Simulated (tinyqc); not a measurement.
Slater-Koster s-d bands of a bcc metal: one step. The Hamiltonian at one k.

Slater-Koster d bands. For a bond with direction cosines (l, m, n) the 5 x 5 block is dds Ps + ddp Pp + ddd (1 - Ps - Pp), the projectors on sigma, pi and delta states about the bond; for instance <xy|xy> = 3 l^2 m^2 dds + (l^2 + m^2 - 4 l^2 m^2) ddp + (n^2 + l^2 m^2) ddd, <xy|yz> = 3 l m^2 n dds + l n (1 - 4 m^2) ddp + l n (m^2 - 1) ddd and <3z2-r2|3z2-r2> = (n^2 - (l^2 + m^2)/2)^2 dds + 3 n^2 (l^2 + m^2) ddp + (3/4)(l^2 + m^2)^2 ddd. H(k) sums the blocks times cos(k.R) over the neighbours; the d level is the zero of energy; k in 2 pi/a.

Neighbours: eight at (a/2)(1,1,1) and equivalents, and six at a(1,0,0) and equivalents with the integrals times f2.

An s orbital at Es couples to nearest neighbours alone: <s|s> = sss, <s|xy> = sqrt3 l m sds (cyclic), <s|x2-y2> = (sqrt3/2)(l^2 - m^2) sds, <s|3z2-r2> = (n^2 - (l^2 + m^2)/2) sds.

Inputs chosen for the exercise (of the size met in Nb; the results hold for these values, not for the real material):
- dds = -1.339 eV (dd sigma)
- ddp = 0.83 eV (dd pi)
- ddd = -0.228 eV (dd delta)
- f2 = 0.59 (factor on all three integrals for second neighbours)
- Es = 3.7 eV (s level)
- sss = -1.03 eV (ss sigma)
- sds = -0.3 eV (sd sigma)
- k = (0.86, 0.47, 0) 2 pi/a (wave vector)

Question. Sum over the neighbours.

Give: H(k).

Answer.

H(k) (eV):
```
,s,xy,yz,zx,x2-y2,3z2-r2
s,4.4017,0.5874,0,0,0,0
xy,0.5874,-0.3594,0,0,0,1.3809
yz,0,0,0.0933,1.6545,0,0
zx,0,0,1.6545,2.1154,0,0
x2-y2,0,0,0,0,-0.1623,0.9195
3z2-r2,0,1.3809,0,0,0.9195,-1.6994
```

Program tinyqc; command `OMP_NUM_THREADS=1 python tinyqc.py 1480637 1480638 out.jsonl`; about 0.03 s on one thread of a shared Intel(R) Xeon(R) Processor @ 2.30GHz.
